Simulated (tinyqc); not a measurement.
# Electron mobility in a silicon inversion layer, empirical terms and Matthiessen rule, step by step

Program tinyqc, `OMP_NUM_THREADS=1 python tinyqc.py 2510163 2510164 out.jsonl`; Intel Xeon 2.30GHz, shared host, one thread, about 0.01 s. Printed values are rounded.

Inversion layer of sheet density Ns on a uniformly doped body, under a high-permittivity gate with an interlayer. The mobility terms are empirical power laws with prefactors chosen for the exercise; adding their inverses (Matthiessen) is itself an approximation.

Inputs (values chosen for the exercise); material values close to those of silicon:
```
symbol    value        unit                                                meaning
T           300           K                                            temperature
Eg         1.11          eV                                               band gap
eps_r      11.7                         relative permittivity of the semiconductor
Nc      2.76e19       cm^-3                 conduction-band density of states at T
Nv      2.61e19       cm^-3                    valence-band density of states at T
Nb       8.1e16       cm^-3                                            body doping
Vsb           0           V                                      reverse body bias
eta         0.5              weight of the inversion charge in the effective field
Cox        0.89     uF/cm^2                                       gate capacitance
Ap          409  cm^2/(V s)           phonon-limited mobility at 1 MV/cm and 300 K
As          990  cm^2/(V s)                  roughness-limited mobility at 1 MV/cm
gs            2                                     exponent of the roughness term
Ac         2600  cm^2/(V s)                                      Coulomb prefactor
Nit      2.2e11       cm^-2                                charge at the interface
Ar          390  cm^2/(V s)              remote-phonon mobility without interlayer
ti          0.8          nm                                   interlayer thickness
lr          0.7          nm                         decay length of remote phonons
Ns       4.9e12       cm^-2                                      inversion density
WL            5                                                          ratio W/L
Vd         0.02           V                                          drain voltage
I          28.7          uA                                measured linear current
```

Constants: q = 1.602176634e-19 C, kB = 1.380649e-23 J/K, Vt = kB T/q, eps0 = 8.8541878128e-14 F/cm where lengths are in cm. Results are converted to the units shown.

## Depletion charge and effective field

ni = sqrt(Nc Nv) exp(-Eg/(2 Vt)), Eg in volts; Ndep = sqrt(2 eps0 eps_r Nb (2 Vt ln(Nb/ni) + Vsb)/q); E = q (Ndep + eta Ns)/(eps0 eps_r), in MV/cm.

ni = 1.27405e10 cm^-3
Ndep = 9.21084e11 cm^-2
E = 0.521369 MV/cm

The depletion charge gives 27.3 % of the field.

## Mobility terms and their sum

With t = T/(300 K): muC = Ac (Ns/1e12 cm^-2) t/(Nb/1e17 cm^-3 + Nit/1e11 cm^-2), muP = Ap E^(-1/3) t^(-1.75), muS = As E^(-gs), muR = Ar exp(2 ti/lr)/t; 1/mu is the sum of the inverses.

terms (cm^2/(V s)): Coulomb 4232.56, phonon 508.169, roughness 3642.04, remote phonon 3834.76
mu = 365.036 cm^2/(V s)
shares of 1/mu (%): Coulomb 8.62447, phonon 71.8335, roughness 10.0228, remote phonon 9.51914

The phonon term limits most.

## Iteration 1: inversion density for the measured current

Ns at the start = 7.4e12 cm^-2

I = (W/L) q Ns mu Vd. E = q (Ndep + eta Ns)/(eps0 eps_r) in MV/cm. With t = T/(300 K): muC = Ac (Ns/1e12 cm^-2) t/(Nb/1e17 cm^-3 + Nit/1e11 cm^-2), muP = Ap E^(-1/3) t^(-1.75), muS = As E^(-gs), muR = Ar exp(2 ti/lr)/t; 1/mu is the sum of the inverses. Ns(new) = I/((W/L) q mu Vd).

E = 0.714693 MV/cm
mu = 320.599 cm^2/(V s)
Ns after iteration 1 = 5.58740e12 cm^-2

## Iteration 2: inversion density for the measured current

As before.

E = 0.574525 MV/cm
mu = 352.863 cm^2/(V s)
Ns after iteration 2 = 5.07651e12 cm^-2

## Course of the iteration: inversion density for the measured current

Stop when Ns changes by less than 1e5 cm^-2, or after 120 iterations.

Course of the iteration:
```
iteration  Ns (cm^-2)  |change| (cm^-2)
1          5.58740e12           1.81e12
2          5.07651e12           5.11e11
3          4.94910e12           1.27e11
4          4.91875e12           3.03e10
5          4.91162e12            7.14e9
6          4.90994e12            1.67e9
7          4.90955e12            3.92e8
8          4.90946e12            9.17e7
9          4.90944e12            2.15e7
10         4.90943e12            5.03e6
11         4.90943e12            1.18e6
12         4.90943e12            2.76e5
13         4.90943e12            6.46e4
```

Converged in 13 iterations. At the end each change is about 0.23 times the one before: linear convergence.

## Split C-V extraction

```
point  Vg (V)  Cgc (uF/cm^2)       I (uA)
0           0     8.12097e-6  2.87534e-11
1        0.05     4.71185e-5  9.67991e-10
2         0.1     2.73328e-4   3.25794e-8
3        0.15     0.00158360   1.09489e-6
4         0.2     0.00911075   3.64833e-5
5        0.25      0.0503866   0.00115859
6         0.3       0.229864    0.0289732
7        0.35       0.595339     0.339878
8         0.4       0.820049      1.41902
9        0.45       0.877105      3.11047
10        0.5       0.887751      5.04719
11       0.55       0.889612      7.04930
12        0.6       0.889933      9.04243
```

Q(Vg) is the trapezoid sum of Cgc from the first point (where Q is taken as 0); mu_eff = I/((W/L) Q Vd); mu_FE = (dI/dVg)/((W/L) Cox Vd) with a backward difference. Listed from point 4 on.

```
point  Q (uC/cm^2)  mu_eff (cm^2/(V s))  mu_FE (cm^2/(V s))
4       3.23174e-4              1.12890          0.00795245
5       0.00181061              6.39892            0.252160
6       0.00881688              32.8611             6.25047
7        0.0294470              115.421             69.8663
8        0.0648316              218.878             242.504
9         0.107260              289.993             380.102
10        0.151382              333.408             435.216
11        0.195816              359.996             449.913
12        0.240305              376.291             447.896
```

At the last point mu_FE is 19 % above mu_eff.
